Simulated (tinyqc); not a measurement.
Bias-temperature instability, empirical power law with universal recovery: lifetime against voltage.

Threshold-voltage shift at the end of a stress: dV = A (V/V0)^g exp[-(Ea q/kB)(1/T - 1/T0)] (t/1 s)^n. After a delay tr the permanent share pp stays and the rest falls by r = 1/(1 + B (tr/t)^be). An empirical model: its parameters are fits, not properties.

The lifetime solves dV = dc; ten years are 3.15576e8 s.

Inputs (values chosen for the exercise): reference stress voltage V0 = 2 V; reference temperature T0 = 373 K; shift after 1 s at V0 and T0 A = 9.9 mV; time exponent n = 0.12; voltage exponent g = 4.3; apparent activation energy of the shift Ea = 0.15 eV; use temperature T = 328 K; failure criterion dc = 30 mV.

Constants: q = 1.602176634e-19 C, kB = 1.380649e-23 J/K. Results are converted to the units shown.

Result of one run:
```
V (V)  shift after ten years (mV)  lifetime (years)
0.6                       0.30838         3.6890e17
```

What becomes of these results when the use voltage V is changed from 0.6 to 2 V, all else the same?

Result of the changed run:
```
V (V)  shift after ten years (mV)  lifetime (years)
2                          54.635          0.067673
```

The whole series:
```
V (V)  shift after ten years (mV)  lifetime (years)
0.6                       0.30838         3.6890e17
0.8                        1.0625         1.2301e13
1                          2.7736          4.1431e9
1.2                        6.0747          6.0255e6
1.4                        11.787             24047
1.6                        20.929            200.92
1.8                        34.731            2.9516
2                          54.635          0.067673
```

The shift goes as V^4.3 and the lifetime as V^(-35.8): 5 % more voltage adds 23.3 % to the shift and divides the lifetime by 5.74. 6 of the 8 rows pass ten years. For V = 0.6, 0.8, 1, 1.2, 1.4 the lifetime is a formal extrapolation far beyond any test.

Numbers from tinyqc (`OMP_NUM_THREADS=1 python tinyqc.py 2070026 2070027 out.jsonl`; about 0.01 s on one thread of a shared Intel Xeon 2.30GHz).
